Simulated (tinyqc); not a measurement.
# Worked calculation: resistance of a source-drain extension with a graded tip

Program tinyqc, `OMP_NUM_THREADS=1 python tinyqc.py 2282071 2282072 out.jsonl`; Intel Xeon 2.30GHz, shared host, one thread, about 0.03 s. Printed values are rounded.

y runs along the channel, the gate covers y > 0. The doping is N0 for y < y0 and N0 10^(-(y - y0)/la) beyond, uniform over the depth xj. Sheet conductance s(y) = q mu(N) max(N - Nch, 0) xj + (for y > 0) ma Cox Vo, with mu(N) = u0 + (u1 - u0)/(1 + (N/Nr)^au) and Cox = eps0 eox/tox. Current is taken as one-dimensional; depletion of the tip, spreading and the contact are left out. The metallurgical junction lies at yj, where N = Nch.

Parameters, values chosen for the exercise; mobility law close to that of electrons in silicon:

| symbol | value | unit | meaning |
|---|---|---|---|
| eox | 7.52 |  | relative permittivity of the gate insulator (close to silicon nitride) |
| tox | 4.8 | nm | insulator thickness |
| N0 | 1.2e20 | cm^-3 | active doping of the extension far from the gate |
| la | 5.9 | nm/decade | lateral abruptness |
| y0 | -0.9 | nm | position under the gate where the fall begins (gate edge at 0) |
| xj | 7 | nm | depth of the extension |
| Nch | 4.7e17 | cm^-3 | channel doping |
| Vo | 0.59 | V | gate overdrive |
| ma | 210 | cm^2/(V s) | mobility of the gate-induced layer |
| u1 | 1414 | cm^2/(V s) | mobility at low doping |
| u0 | 68.5 | cm^2/(V s) | mobility at high doping |
| Nr | 9.2e16 | cm^-3 | reference doping |
| au | 0.711 |  | exponent |
| Lg | 50 | nm | gate length |

Constants: q = 1.602176634e-19 C, eps0 = 8.8541878128e-14 F/cm where lengths are in cm. Results are converted to the units shown.

## Sheet resistances and junction position

yj = y0 + la log10(N0/Nch); sheet resistance of the full extension 1/[q mu(N0)(N0 - Nch) xj] and of the gate-induced layer 1/(ma Cox Vo); metallurgical length Lg - 2 yj; ye is where the doped and the gate-induced conductances are equal.

yj = 13.30179 nm
sheet resistance of the extension = 973.1907 ohm/square
sheet resistance of the induced layer = 5818.397 ohm/square
metallurgical length = 23.39642 nm
ye = 4.368824 nm
N at ye = 1.535183e19 cm^-3

The gate takes over 8.93 nm before the junction, where N is still 32.7 times the channel doping.

## Resistance of the overlapped part

Midpoint rule on 9 equal steps from 0 to yj: R_ov = sum h/s(y), per width.

```
point     y (nm)    N (cm^-3)  doped conductance (uS)  sheet resistance (ohm/square)
0      0.7389884  6.329751e19                572.8583                       1342.774
1       2.216965  3.555347e19                345.0584                       1934.509
2       3.694942  1.996997e19                212.6190                       2600.864
3       5.172919  1.121690e19                134.1712                       3267.549
4       6.650896  6.300404e18                86.31545                       3873.205
5       8.128873  3.538863e18                55.74368                       4393.435
6       9.606850  1.987739e18                34.81852                       4838.230
7       11.08483  1.116490e18                19.10740                       5236.259
8       12.56280  6.271193e17                6.031566                       5621.129
```

R_ov = 48.933 ohm um

The exact integral is 48.929 ohm um; the coarse sum is within 0.01 % of it.
